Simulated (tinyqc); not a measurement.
# Hot carriers by balance equations with a heated Maxwellian, step by step

A worked calculation. Computed by tinyqc, a small Python program that keeps every step. Command: `OMP_NUM_THREADS=1 python tinyqc.py 3022977 3022978 out.jsonl hot walk`. One thread of a shared host (Intel(R) Xeon(R) Processor @ 2.30GHz), about 0.02 s of CPU time with the checks. Intermediate numbers are printed to about 5 digits and carried at full precision; extremes and crossings named in words are read from the listed rows.

The carriers follow a Maxwellian at an electron temperature T_e, slightly displaced; the drift energy is neglected against k_B T_e. The balance averages the rate, not the time, so mu_0 lies below the relaxation-time value.

Inputs (values chosen for the exercise, modelled on holes in silicon):
```
quantity                                          value       unit
effective mass m                                  0.501        m_0
density rho                                        2329     kg/m^3
sound velocity v_l                                 9100        m/s
acoustic deformation potential D_A                    6         eV
phonon energy hbar w                               62.4        meV
optical or intervalley deformation potential D_o      8  1e8 eV/cm
final valleys Z_f                                     1          -
lattice temperature T                               300          K
electric field F                                     19      kV/cm
iteration cap                                       300          -
```

Band: parabolic. Solver: Newton.

Constants: k_B = 8.617333262e-05 eV/K; k_B = 1.380649e-23 J/K; e = 1.602176634e-19 C; hbar = 1.054571817e-34 J s; m_0 = 9.1093837015e-31 kg; hbar = 6.582119569e-16 eV s.

## Equilibrium values

Parabolic band: E = hbar^2 k^2/(2 m), speed v = hbar k/m, states per spin, volume and energy g(E) = m k/(2 pi^2 hbar^2). Masses are multiplied by m_0 and all formulas are in SI units. Phonon occupation N_q = 1/(exp(hbar w/(k_B T)) - 1). Acoustic deformation potential (elastic, equipartition, absorption and emission together): 1/tau = 2 pi k_B T D_A^2 g(E)/(hbar rho v_l^2). Optical or intervalley deformation potential: 1/tau = (pi Z_f D_o^2/(rho w)) [N_q g(E + hbar w) + (N_q + 1) g(E - hbar w)], with g = 0 below the band edge. Averages over the Maxwellian, <y> = int y x^(1/2) exp(-x) dx / int x^(1/2) exp(-x) dx with x = E/(k_B T_e), split at x_0 = hbar w/(k_B T_e): 64 Gauss-Legendre points in sqrt(x) below it and 128 in sqrt(x - x_0) above it, up to x = 32. Momentum balance: mu(T_e) = e/(m nu), nu = <x (sum of rates)>/<x>. Power lost per carrier: P(T_e) = hbar w <emission rate - absorption rate> + <(2 m v_l^2/(k_B T)) (E - 2 k_B T) acoustic rate>. Energy relaxation time at weak heating: tau_E = (3/2) k_B / (dP/dT_e), the derivative by a central difference of +/- 0.5 K at T_e = T.

low-field mobility mu_0 = 825.36 cm^2/(V s)

energy relaxation time tau_E = 0.46376 ps

Energy and momentum relax at comparable rates here.

## Balance functions

The field that sustains T_e follows from e mu F^2 = P.

Against the electron temperature:
```
T_e (K)  mu (cm^2/(V s))  P optical (1e9 eV/s)  P acoustic (1e9 eV/s)  F (kV/cm)  drift velocity (1e7 cm/s)
330               750.99                  8.49             1.6004e-01      3.394                    0.25491
390               639.49                 26.67             5.2196e-01      6.521                    0.41701
480               529.88                 55.13             1.1581e+00     10.307                    0.54615
600               439.98                 92.66             2.1580e+00     14.680                    0.64589
900               326.24                177.19             5.2861e+00     23.650                    0.77157
1500              235.56                309.34             1.3649e+01     37.029                    0.87226
2400              179.78                455.05             3.0212e+01     51.953                    0.93404
3600              144.19                602.27             5.8147e+01     67.678                    0.97583
```

Optical phonons take 98 % of the power in the first row and 91 % in the last. The velocity grows as F^0.75 at first and as F^0.17 at the end, so it levels off; if optical phonons alone set both balances the limit at high T_e would be sqrt(3 hbar w tanh(hbar w/2 k_B T)/(4 m)) = 1.17 in the same unit. Rows above 1400 K (k_B T_e > 0.12 eV) stretch the parabolic band.

## First iteration

Newton: h(T_e) = P - e mu F^2, T_new = T_e - h/h', with h' by a central difference of +/- 0.5 K, limited to the range T to 3 T_e. Start at T_e = 1.5 T.

mu at the start = 560.91 cm^2/(V s)

P at the start = 4.6535e+10 eV/s

new T_e = 664.60 K

## The whole iteration

Start at T_e = 1.5 T; stop when T_e moves by less than 1e-6 K or exceeds 1e6 K.

Course of the iteration:
```
iteration  T_e (K)  mu (cm^2/(V s))    step (K)
1           450.00           560.91  2.1460e+02
2           664.60           406.23  6.7053e+01
3           731.65           377.95  3.3540e+00
4           735.01           376.68  7.1982e-03
5           735.01           376.67  3.4142e-08
```

electron temperature T_e = 735.01 K

Converged in 5 iterations.

## Drift velocity

v = mu(T_e) F; warm-carrier coefficient (mu/mu_0 - 1)/F^2.

mobility mu(T_e) = 376.67 cm^2/(V s)

drift velocity = 0.71568 1e7 cm/s

mu/mu_0 = 0.45637

(mu/mu_0 - 1)/F^2 = -0.0015059 cm^2/kV^2

T_e/T = 2.45; the simple estimate T + (2/3) e mu_0 F^2 tau_E/k_B would give 1369 K, too high since mu falls and tau_E changes as the gas heats.

Checks made by the program: detailed balance, P(T_e = T) = 0, on the scale of P at 1.1 T (relative difference below 1e-10).
